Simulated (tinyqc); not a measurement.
Hartree-Fock atom on a uniform radial grid, spin-unpolarised, for Be(2+), step by step. Computed by tinyqc, a small Python program that keeps every step. Settings: Z = 4, points = 256, R = 4.9, functional = hf2, mixing = 0.6, iteration cap = 72. Command: `OMP_NUM_THREADS=1 python tinyqc.py 30125 30126 out.jsonl` (the two numbers bound the seeds that draw the settings). One thread of a shared host (Intel(R) Xeon(R) Processor @ 2.60GHz), about 0.2 s of CPU time with the checks. Later iterations appear only in the table of the cycle.

## Iteration 1

Spherical atom on a uniform radial grid r_j = j h with h = R/(N + 1), h sum u^2 = 1 and integrals as h times sums, u(0) = u(R) = 0 (atomic units):
```
parameter,value
Z,4
points N,256
R,4.900000
h,0.019066
mixing,0.600000
electrons in 1s,2
```

Three-point differences turn -u''/2 + [l(l+1)/2r^2 - Z/r + V] u = e u into a tridiagonal matrix (diagonal 1/h^2 + potential, off-diagonal -1/2h^2). D = sum f u^2; the Hartree potential y/r solves y'' = -D/r with y(0) = 0, y(R) = N_e; for two electrons in one orbital exchange is -V_H/2 (Hartree-Fock); E = sum f e - int D V + int D (V_H/2 + eps_xc); V(new) = V + mixing (V_H + v_xc - V).

eigenvalues (hartree): 1s -7.988401

Every 16th grid point:
```
r,V in,u(1s),D,V_H,v_xc
0.305058,0.000000,1.440274,4.148776,5.287018,-2.643509
0.610117,0.000000,0.851230,1.449183,3.192233,-1.596117
0.915175,0.000000,0.377320,0.284741,2.178607,-1.089303
1.220233,0.000000,0.148669,0.044205,1.638471,-0.819236
1.525292,0.000000,0.054916,0.006032,1.311177,-0.655589
1.830350,0.000000,0.019474,0.000758,1.092683,-0.546342
2.135409,0.000000,0.006714,0.000090,0.936589,-0.468294
2.440467,0.000000,0.002267,0.000010,0.819515,-0.409758
2.745525,0.000000,0.000754,1.14e-06,0.728458,-0.364229
3.050584,0.000000,0.000248,1.23e-07,0.655612,-0.327806
3.355642,0.000000,0.000080,1.29e-08,0.596011,-0.298006
3.660700,0.000000,0.000026,1.35e-09,0.546344,-0.273172
3.965759,0.000000,0.000008,1.38e-10,0.504317,-0.252159
4.270817,0.000000,2.62e-06,1.37e-11,0.468294,-0.234147
4.575875,0.000000,7.64e-07,0,0.437075,-0.218537
4.880934,0.000000,3.55e-08,0,0.409758,-0.204879
```

total energy = -13.47825848 hartree

## Iteration 2

As before.

eigenvalues (hartree): 1s -6.510597

Every 16th grid point:
```
r,V in,u(1s),D,V_H,v_xc
0.305058,1.586105,1.405515,3.950947,5.137052,-2.568526
0.610117,0.957670,0.893175,1.595523,3.164624,-1.582312
0.915175,0.653582,0.433702,0.376195,2.174544,-1.087272
1.220233,0.491541,0.188794,0.071286,1.637934,-0.818967
1.525292,0.393353,0.077398,0.011981,1.311110,-0.655555
1.830350,0.327805,0.030546,0.001866,1.092675,-0.546337
2.135409,0.280977,0.011743,0.000276,0.936588,-0.468294
2.440467,0.245855,0.004428,0.000039,0.819515,-0.409758
2.745525,0.218537,0.001645,0.000005,0.728458,-0.364229
3.050584,0.196684,0.000604,7.30e-07,0.655612,-0.327806
3.355642,0.178803,0.000220,9.67e-08,0.596011,-0.298006
3.660700,0.163903,0.000079,1.26e-08,0.546344,-0.273172
3.965759,0.151295,0.000028,1.62e-09,0.504317,-0.252159
4.270817,0.140488,0.000010,2.00e-10,0.468294,-0.234147
4.575875,0.131122,3.21e-06,2.06e-11,0.437075,-0.218537
4.880934,0.122927,1.55e-07,0,0.409758,-0.204879
```

total energy = -13.57515762 hartree

## Iteration 3

As before.

eigenvalues (hartree): 1s -5.972812

Every 16th grid point:
```
r,V in,u(1s),D,V_H,v_xc
0.305058,2.175558,1.391039,3.869980,5.077686,-2.538843
0.610117,1.332455,0.906973,1.645202,3.152309,-1.576154
0.915175,0.913796,0.455424,0.414822,2.172471,-1.086235
1.220233,0.687997,0.205813,0.084718,1.637618,-0.818809
1.525292,0.550674,0.087784,0.015412,1.311065,-0.655533
1.830350,0.458924,0.036093,0.002605,1.092669,-0.546334
2.135409,0.393367,0.014467,0.000419,0.936587,-0.468293
2.440467,0.344196,0.005692,0.000065,0.819515,-0.409758
2.745525,0.305952,0.002208,0.000010,0.728458,-0.364229
3.050584,0.275357,0.000847,1.43e-06,0.655612,-0.327806
3.355642,0.250325,0.000322,2.07e-07,0.596011,-0.298006
3.660700,0.229464,0.000121,2.95e-08,0.546344,-0.273172
3.965759,0.211813,0.000045,4.12e-09,0.504317,-0.252159
4.270817,0.196684,0.000017,5.57e-10,0.468294,-0.234147
4.575875,0.183571,0.000006,6.12e-11,0.437075,-0.218537
4.880934,0.172098,2.72e-07,0,0.409758,-0.204879
```

total energy = -13.58809629 hartree

## Convergence

Stop when input and output potentials agree to 1e-7.

Course of the cycle (hartree):
```
iteration,E,e(1s),largest |V(out) - V(in)|
1,-13.47825848,-7.988401,3.99e+00
2,-13.57515762,-6.510597,1.40e+00
3,-13.58809629,-5.972812,4.84e-01
4,-13.58964082,-5.774995,1.68e-01
5,-13.58981724,-5.701582,5.87e-02
6,-13.58983716,-5.674114,2.07e-02
7,-13.58983942,-5.663757,7.40e-03
8,-13.58983968,-5.659824,2.75e-03
9,-13.58983971,-5.658320,1.05e-03
10,-13.58983971,-5.657743,4.02e-04
11,-13.58983971,-5.657519,1.56e-04
12,-13.58983971,-5.657432,6.10e-05
13,-13.58983971,-5.657399,2.39e-05
14,-13.58983971,-5.657385,9.41e-06
15,-13.58983971,-5.657380,3.71e-06
16,-13.58983971,-5.657378,1.47e-06
17,-13.58983971,-5.657377,5.80e-07
18,-13.58983971,-5.657377,2.30e-07
19,-13.58983971,-5.657377,9.11e-08
```

Converged in 19 iterations. A uniform grid resolves the cusp poorly: for a bare nucleus this grid gives 1s at -7.98840 against -Z^2/2 = -8 hartree. Before convergence this energy mixes input and output and is not variational, so it may rise towards its limit.
